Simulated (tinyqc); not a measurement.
Worked calculation: G0W0 on RHF in the 6-31g basis, for H2, spin multiplicity 1. One step of it, computed by the program tinyqc.

Question. G0W0 on Hartree-Fock: LUMO. W(p,q,m) = sqrt2 sum_ia (pq|ia) (X+Y)_ia,m; Sigma_c(x) = sum_(i,m) W^2/(x - e_i + w_m) + sum_(a,m) W^2/(x - e_a - w_m); solve x = e_p + Sigma_c(x) by Newton steps; Z = 1/(1 - dSigma/dx); 1 hartree = 27.211386 eV.

orbital energies (hartree): MO1 -0.521933, MO2 0.161046, MO3 0.916264, MO4 1.147297

Two-electron integrals over orbitals (pq|rs), unique and non-zero (hartree):
```
(11|11) 0.562571    (21|21) 0.108914    (22|11) 0.440131    (22|22) 0.401594
(31|11) 0.132203    (31|22) 0.068873    (31|31) 0.093169    (32|21) 0.011656
(32|32) 0.037828    (33|11) 0.502025    (33|22) 0.403133    (33|31) 0.118260
(33|33) 0.473056    (41|21) -0.080347   (41|32) -0.049855   (41|41) 0.108813
(42|11) -0.136229   (42|22) -0.072989   (42|31) -0.080903   (42|33) -0.119064
(42|42) 0.082539    (43|21) -0.121215   (43|32) -0.039355   (43|41) 0.124773
(43|43) 0.174755    (44|11) 0.563830    (44|22) 0.447785    (44|31) 0.168247
(44|33) 0.529615    (44|42) -0.161544   (44|44) 0.624184
```

excitation energies w (hartree): 0.849597  1.613814  1.885486

X + Y:
```
            1         2          3
1>2  0.889896  0.000000  -0.073444
1>3  0.000000  0.944023   0.000000
1>4  0.171047  0.000000   0.933875
```

Give: The 12 largest terms at x = e_p; Newton steps; quasiparticle energy of the LUMO; Hartree-Fock value.

Answer.

The 12 largest terms at x = e_p (hartree; W for the signs of X + Y given):
```
q  m        W       term
1  1   0.1176     0.0090
1  3  -0.1174     0.0054
2  2   0.0919    -0.0052
4  2  -0.1080    -0.0045
3  3  -0.0671    -0.0017
3  1   0.0026  -4.24e-06
```

Newton steps (hartree):
```
step       x  Sigma_c(x)       Z
0     0.1610      0.0030  0.9866
1     0.1640      0.0029  0.9866
2     0.1640      0.0029  0.9866
```

quasiparticle energy of the LUMO = 4.4619 eV

Hartree-Fock value = 4.3823 eV
